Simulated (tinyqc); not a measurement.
Inputs raised by 2 %, one at a time: three-phonon processes in a diatomic chain: dispersion, energy and momentum conservation, and decay channels of optical phonons. Computed by tinyqc, a small Python program. Command: `OMP_NUM_THREADS=1 python tinyqc.py 3120381 3120382 out.jsonl threeph sens`. One thread of a shared host (Intel(R) Xeon(R) Processor @ 2.30GHz), about 0.01 s of CPU time with the checks.

Cell length a, two atoms, one spring constant. x = q a/pi runs from -1 to 1; A and O are the acoustic and optical branches. Matrix elements are not computed: only conservation laws and occupation factors are followed.

Inputs (values chosen for the exercise, for a model chain): light mass m = 14 u; heavy mass M = 68.7 u; spring constant k = 3.3 eV/angstrom^2.

Constants: nu for 1 eV/(angstrom^2 u) = 15.6333042 THz.

Method. omega^2 = k (1/m + 1/M) -/+ k sqrt((1/m + 1/M)^2 - 4 sin^2(pi x/2)/(m M)); nu = 15.6333042 THz x sqrt(omega^2) for eV/(angstrom^2 u). Acoustic top sqrt(2 k/M), optical bottom sqrt(2 k/m), optical top sqrt(2 k (1/m + 1/M)).

Runs:
```
input moved,from,to,optical top (THz),optical top over twice the acoustic top
base run,-,-,11.78,1.215
light mass m (u),14,14.28,11.68,1.205
heavy mass M (u),68.7,70.074,11.76,1.225
spring constant k (eV/angstrom^2),3.3,3.366,11.89,1.215
```

Exponents ln(y'/y) / ln(x'/x):
```
input,optical top,optical top over twice the acoustic top
light mass m,-0.415,-0.415
heavy mass M,-0.084,0.416
spring constant k,0.500,0.000
```

Which inputs matter most for each result?

Among the inputs moved here: optical top answers most in size to spring constant k (exponent +0.500), next to light mass m (-0.415). Its exponent +0.500 in spring constant k: frequencies go as sqrt(k). Optical top over twice the acoustic top answers most in size to heavy mass M (exponent +0.416), and about equally to light mass m (-0.415); its exponent is below 0.0005 for spring constant k.
